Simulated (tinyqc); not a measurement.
Inside a calculation. Model: band-to-band tunnelling and avalanche in a reverse-biased abrupt junction. Computed by tinyqc, a small Python program that keeps every step. Command: `OMP_NUM_THREADS=1 python tinyqc.py 3005360 3005361 out.jsonl zener walk`. One thread of a shared host (Intel(R) Xeon(R) Processor @ 2.30GHz), about 0.01 s of CPU time with the checks. Intermediate numbers are printed to about 6 digits and carried at full precision; extremes and crossings named in words are read from the listed rows.

Direct Kane tunnelling in the local field (for indirect gaps the mass is an effective fit) and one ionisation coefficient for both carriers. N is the doping of the light side, or N_A N_D/(N_A + N_D) for the symmetric junction; the built-in voltage is taken as E_g/e.

Inputs (values chosen for the exercise, modelled on In0.53Ga0.47As):
```
quantity                                               value    unit
band gap at 300 K, E_g                                 0.747      eV
gap narrowing with temperature, -dE_g/dT                0.34   meV/K
reduced tunnelling mass m_r                            0.028     m_0
permittivity eps                                        13.9       -
ionisation prefactor a                               5.2e+06    1/cm
ionisation field at 300 K, b                        1.55e+06    V/cm
relative rise of b with temperature                        3  1e-4/K
effective doping N                                     6e+16  1/cm^3
reverse bias V_R                                         2.5       V
current density that defines tunnel breakdown, J_0        10  A/cm^2
temperature T                                            400       K
```

Junction: one-sided.

Constants: eps_0 = 8.8541878128e-12 F/m; e = 1.602176634e-19 C; m_0 = 9.1093837015e-31 kg; hbar = 1.054571817e-34 J s.

## Junction at the given bias

E_g(T) = E_g - (T - 300 K)(-dE_g/dT); b(T) = b [1 + (rise)(T - 300 K)]; w = sqrt(2 eps eps_0 (V_R + E_g/e)/(e N)); F_m = 2 (V_R + E_g/e)/w; the field falls linearly from F_m to 0 across w.

E_g(T) = 0.713 eV

depletion width w = 286.828 nm

peak field F_m = 0.224037 MV/cm

shortest tunnelling distance E_g/(e F_m) = 31.8251 nm

## Kane coefficients and peak generation rate

Kane: G(F) = A F^2 exp(-B/F), A = e^2 sqrt(m_r)/(18 pi hbar^2 sqrt(E_g)), B = pi sqrt(m_r) E_g^(3/2)/(2 e hbar), SI units; J = e int G dx x V_R/(V_R + E_g/e), the last factor making J vanish at zero bias; int G dx = (w/F_m) int_0^F_m G dF by 64 Gauss-Legendre points.

A = 1.92872e+20 1/(cm s V^2)

B = 5.73267 MV/cm

B/F_m = 25.5881

G(F_m) = 7.46718e+19 1/(cm^3 s)

## Tunnel current and multiplication

Avalanche: I = (w/F_m) int_0^F_m a exp(-b/F) dF by 64 Gauss-Legendre points, M = 1/(1 - I), breakdown at I = 1.

tunnel current density = 9.06321e-06 A/cm^2

ionisation integral I = 0.0134145

The estimate e G(F_m) w (F_m/B) V_R/(V_R + E_g/e), which keeps only the region near the peak, gives 1.04e-5 A/cm^2.

## Which breakdown comes first?

V_Z solves J = J_0 and V_A solves I = 1; the lower one is the breakdown voltage; temperature coefficients by a central difference of +/- 10 K.

tunnel breakdown V_Z = 9.81981 V

avalanche breakdown V_A = 10.0872 V

breakdown voltage = 9.81981 V

dV_Z/dT = -12.4242 mV/K

dV_A/dT = 5.50968 mV/K

Tunnelling comes first, at 13.8 E_g/e. V_Z falls on heating because the gap shrinks, and V_A rises because carriers lose more energy to phonons.

## Against the doping

The formulas are those given above.

Breakdown:
```
N (1/cm^3)      V_Z (V)  V_A (V)  F_m at breakdown (MV/cm)       first
1.20e+15    3.49346e+02  175.247                  0.234469   avalanche
3.00e+15    1.52259e+02   87.196                  0.262038   avalanche
7.20e+15    6.88836e+01   45.498                  0.294326   avalanche
1.80e+16    2.99398e+01   23.450                  0.336513   avalanche
3.60e+16    1.58329e+01   14.377                  0.376080   avalanche
6.00e+16    9.81981e+00   10.087                  0.405636  tunnelling
1.20e+17    5.02491e+00    6.282                  0.423405  tunnelling
3.00e+17    1.90202e+00    3.388                  0.451946  tunnelling
7.20e+17    5.79350e-01    1.881                  0.492204  tunnelling
```

The mechanism changes between 3.60e16 and 6.00e16 per cm^3. Across the table V_Z + E_g/e scales as N^-0.88 and V_A as N^-0.71: tunnelling needs a nearly fixed field, while avalanche in a thinner layer needs a higher one. Rows with V_Z below E_g/e understate it, since the local Kane formula overestimates the current there. Rows with V_A below about 5 E_g/e understate it, since the local law ignores the distance a carrier needs to reach the ionisation energy.

Checks made by the program: field integral against adaptive quadrature in x (relative difference 6e-10).
